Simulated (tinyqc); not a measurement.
Input admittance of a MOSFET at zero drain bias: distributed channel and distributed gate: two steps of the calculation.

Source and drain grounded, strong inversion, w = 2 pi f, Cox = eps0 eox/tox. The channel is an RC line of resistance 1/(mu Cox Vo) per square fed from both ends, so one finger has the intrinsic admittance y = i w Cox L tanh(g)/g per width, g = (1/2) sqrt(i w tau), tau = L^2/(mu Vo). The vertical resistance rv/L is in series with y, the overlaps 2 i w Cov in parallel: y_t = 1/(1/y + rv/L) + 2 i w Cov. The gate strip is a line of Rsh/L per length loaded by y_t, so a finger has Y = y_t Wf tanh(k)/k, k = (Wf/sd) sqrt(y_t Rsh/L); the device has Nf Y.

Values chosen for this exercise; values of the order met in silicon radio-frequency transistors: relative permittivity of the gate insulator (close to silicon dioxide) eox = 3.9; insulator thickness tox = 3 nm; channel length L = 0.52 um; finger width Wf = 1.5 um; number of fingers Nf = 4; channel mobility mu = 190 cm^2/(V s); gate overdrive Vo = 0.64 V; sheet resistance of the gate Rsh = 6.1 ohm/square; vertical resistivity of the gate stack rv = 1.1 ohm um^2; number of ends at which a finger is contacted sd = 1; overlap and fringe capacitance on each side Cov = 0.18 fF/um; frequency f = 36 GHz.

Constants: eps0 = 8.8541878128e-14 F/cm where lengths are in cm. Results are converted to the units shown.

Question 1. Admittance of the channel and stack per width. tau, g, c = Cox L, y and y_t as defined.

Give: tau; g; c; y; y_t.

Answer 1.

tau = 22.237 ps
g = 0.79293+0.79293i
c = 5.9854 fF/um
y = 452.2+1127.2i uS/um
y_t = 454.4+1206.5i uS/um

w tau = 5.03, and Im y is 0.833 of w c.

Question 2. Input impedance of the device. k and Y as defined; Z = 1/(Nf Y) = R + 1/(i w C); Q = |Im Z|/R; signal at the point farthest from a contact |1/cosh k|.

y_t = 454.3993+1206.4738i uS/um

Find: k; Nf Y; R; C; Q; signal at the far point.

Answer 2.

k = 0.15169+0.10496i
Nf Y = 2.7913+7.1804i mS
R = 47.031 ohm
C = 36.541 fF
Q = 2.5724
signal at the far point = 0.99395

Computed by the program tinyqc: `OMP_NUM_THREADS=1 python tinyqc.py 2262151 2262152 out.jsonl`, one thread of a shared Intel Xeon 2.30GHz, about 0.01 s for the whole run.
